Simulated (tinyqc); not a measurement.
## Input admittance of a MOSFET at zero drain bias: distributed channel and distributed gate: effect of the channel length

Source and drain grounded, strong inversion, w = 2 pi f, Cox = eps0 eox/tox. The channel is an RC line of resistance 1/(mu Cox Vo) per square fed from both ends, so one finger has the intrinsic admittance y = i w Cox L tanh(g)/g per width, g = (1/2) sqrt(i w tau), tau = L^2/(mu Vo). The vertical resistance rv/L is in series with y, the overlaps 2 i w Cov in parallel: y_t = 1/(1/y + rv/L) + 2 i w Cov. The gate strip is a line of Rsh/L per length loaded by y_t, so a finger has Y = y_t Wf tanh(k)/k, k = (Wf/sd) sqrt(y_t Rsh/L); the device has Nf Y.

Low-frequency limits, with c = Cox L and ct = c + 2 Cov: R_strip = Rsh Wf/(3 sd^2 L Nf), R_ch = (c/ct)^2 L/(12 mu Cox Vo Wf Nf), R_vert = (c/ct)^2 rv/(L Wf Nf), C = ct Wf Nf. Z = 1/(Nf Y) = R + 1/(i w C), Q = |Im Z|/R, far-point signal |1/cosh k|.

Inputs (values chosen for the exercise); values of the order met in silicon radio-frequency transistors:
- eox = 7.38 (relative permittivity of the gate insulator (close to silicon nitride))
- tox = 4.2 nm (insulator thickness)
- Wf = 1.1 um (finger width)
- Nf = 64 (number of fingers)
- mu = 150 cm^2/(V s) (channel mobility)
- Vo = 0.65 V (gate overdrive)
- Rsh = 29 ohm/square (sheet resistance of the gate)
- rv = 0 ohm um^2 (vertical resistivity of the gate stack)
- sd = 1 (number of ends at which a finger is contacted)
- Cov = 0.36 fF/um (overlap and fringe capacitance on each side)
- f = 5.1 GHz (frequency)

Constants: eps0 = 8.8541878128e-14 F/cm where lengths are in cm. Results are converted to the units shown.

Effect of the channel length:

| L (um) | w tau | \|k\| | R (ohm) | low-frequency R (ohm) | C (fF) | Q | signal at the far point |
|---|---|---|---|---|---|---|---|
| 0.03 | 0.002958 | 0.2109 | 5.574 | 5.574 | 83.54 | 67.01 | 0.9998 |
| 0.058 | 0.01106 | 0.1773 | 3.005 | 3.005 | 114.2 | 90.94 | 0.9999 |
| 0.11 | 0.03977 | 0.1577 | 1.936 | 1.936 | 171.2 | 94.19 | 0.9999 |
| 0.22 | 0.1591 | 0.1455 | 1.927 | 1.927 | 291.6 | 55.53 | 0.9998 |
| 0.42 | 0.5798 | 0.1393 | 3.054 | 3.055 | 510.4 | 20.02 | 0.9995 |
| 0.8 | 2.103 | 0.1346 | 5.772 | 5.786 | 920.1 | 5.876 | 0.9985 |
| 1.6 | 8.414 | 0.1183 | 11.52 | 11.90 | 1633 | 1.659 | 0.9964 |
| 3 | 29.58 | 0.08267 | 17.23 | 22.76 | 1814 | 0.9988 | 0.9976 |

As L goes from 0.03 to 3, R goes from 5.57 through a minimum of 1.93 (at L = 0.22 among the rows listed) to 17.2 ohm, C rises from 83.5 to 1810 fF and Q goes from 67.0 through a maximum of 94.2 (at L = 0.11 among the rows listed) to 0.999. R_strip falls as 1/L while R_ch grows with L, which gives the minimum of R.

Computed by the program tinyqc: `OMP_NUM_THREADS=1 python tinyqc.py 2262238 2262239 out.jsonl`, one thread of a shared Intel Xeon 2.30GHz, about 0.01 s for the whole run.
